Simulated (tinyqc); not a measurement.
Shape against the ratio gamma(100)/gamma(111): equilibrium crystal shape, supported particles, Gibbs-Thomson effect and coarsening. Computed by tinyqc, a small Python program. Command: `OMP_NUM_THREADS=1 python tinyqc.py 3006328 3006329 out.jsonl wulff walk`. One thread of a shared host (Intel(R) Xeon(R) Processor @ 2.30GHz), about 0.06 s of CPU time with the checks.

A cubic crystal bounded by {100}, {110} and {111} facets only.

Inputs (values chosen for the exercise, for a model metal): lattice constant a = 3.82 angstrom; first-neighbour bond energy e1 = 0.237 eV; second-neighbour bond energy e2 = 0.14 eV.

Surface energies: broken bonds, fcc.

Constants: 1 eV/angstrom^2 = 16.02176634 J/m^2.

Method:
- A cut with normal n breaks sum_R |R.n|/(2 Omega) bonds per area (R over all neighbours of a shell) and makes two surfaces: gamma = sum over shells e_s sum_R |R.n|/(4 Omega). fcc: 12 neighbours a/2 (1,1,0), 6 at a (1,0,0), Omega = a^3/4.
- Wulff construction: the facet planes lie at distances lambda gamma from the centre, and the shape is the region inside all of them; V = (1/3) sum of area x distance. gamma_mean = sum A gamma / sum A; shape factor eta = A/V^(2/3) (4.836 for a sphere).
- gamma(110)/gamma(111) is held at the value of this crystal.

gamma (J/m^2): (100) 1.34829, (110) 1.53877, (111) 1.43389

Area fractions:
```
gamma(100)/gamma(111),{100},{110},{111},eta
0.550,1.0000,0.00000,0.00000,6.0000
0.564,1.0000,0.00000,0.00000,6.0000
0.677,0.9413,0.00000,0.05871,5.8085
0.799,0.7267,0.04548,0.22782,5.4000
0.940,0.4421,0.18143,0.37648,5.1215
1.050,0.2872,0.27169,0.44115,5.0819
1.220,0.1214,0.39893,0.47964,5.1403
1.750,0.0000,0.53587,0.46413,5.2835
```

What does the comparison show, and why?

{100} holds 100 % of the area in the first row and 0 % in the last; without {110} the limits are a cube below 1/sqrt(3) = 0.577 and an octahedron above sqrt(3) = 1.732. The roundest shape among these rows (eta = 5.082) is at the ratio 1.05; {110} shows in 5 rows.
